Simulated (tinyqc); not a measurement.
## Cell and bit-line capacitance from two signals

Inverse problem. In a DRAM a freshly written one gives the bit-line signal (Vd/2) Cs/(Cs + Cb). Find Cs and Cb.

Values chosen for this exercise:
```
symbol  value  unit        meaning
Vd        1.1     V  array voltage
```

signal of a fresh one without and with 20 fF added to the bit line (mV): 120.31250  104.05405

Answer. (Vd/2)/signal = 1 + Cb/Cs, and the added capacitance raises it by its ratio to Cs.

Cs = 28.0 fF
Cb = 100 fF

tinyqc, about 0.01 s, one thread, Intel Xeon 2.30GHz (shared host): `OMP_NUM_THREADS=1 python tinyqc.py 2130104 2130105 out.jsonl`
